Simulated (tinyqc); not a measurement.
Mobility of a non-polar semiconductor in the relaxation-time approximation: one step, computed by the program tinyqc.

Each valley is treated as a sphere of mass m_d for states and rates, with one isotropic relaxation time; the conductivity mass m_c sets the current.

Problem. Fermi level and screening. Parabolic band: E = hbar^2 k^2/(2 m), speed v = hbar k/m, states per spin, volume and energy g(E) = m k/(2 pi^2 hbar^2). Here m = m_d. Masses are multiplied by m_0 and all formulas are in SI units. The reduced Fermi level eta = E_F/(k_B T) solves n = 2 Z int g f dE with f = 1/(1 + exp(x - eta)) (Z = 1 unless valleys are given); screening length L_s = sqrt(eps_s eps_0 k_B T/(e^2 dn/deta)), dn/deta = 2 Z int g f (1 - f) dE. Integrals over x = E/(k_B T) use 160 Gauss-Legendre points in u = sqrt(x) from 0 to sqrt(max(eta, 0) + 32).

Inputs (values chosen for the exercise, modelled on electrons in germanium):
```
quantity,value,unit
equivalent valleys Z,4,-
static permittivity eps_s,16,-
carrier density n,1.1e+18,1/cm^3
temperature T,200,K
```

Band: parabolic. Impurity formula: Brooks-Herring. Further scattering: alloy.

density-of-states mass m_d = 0.2208630 m_0

Constants: k_B = 8.617333262e-05 eV/K; m_0 = 9.1093837015e-31 kg; e = 1.602176634e-19 C; hbar = 1.054571817e-34 J s; eps_0 = 8.8541878128e-12 F/m; k_B = 1.380649e-23 J/K.

Give: reduced Fermi level eta; screening length L_s.

Solution.

reduced Fermi level eta = -1.572

screening length L_s = 3.847 nm

The gas is between the classical and degenerate limits.
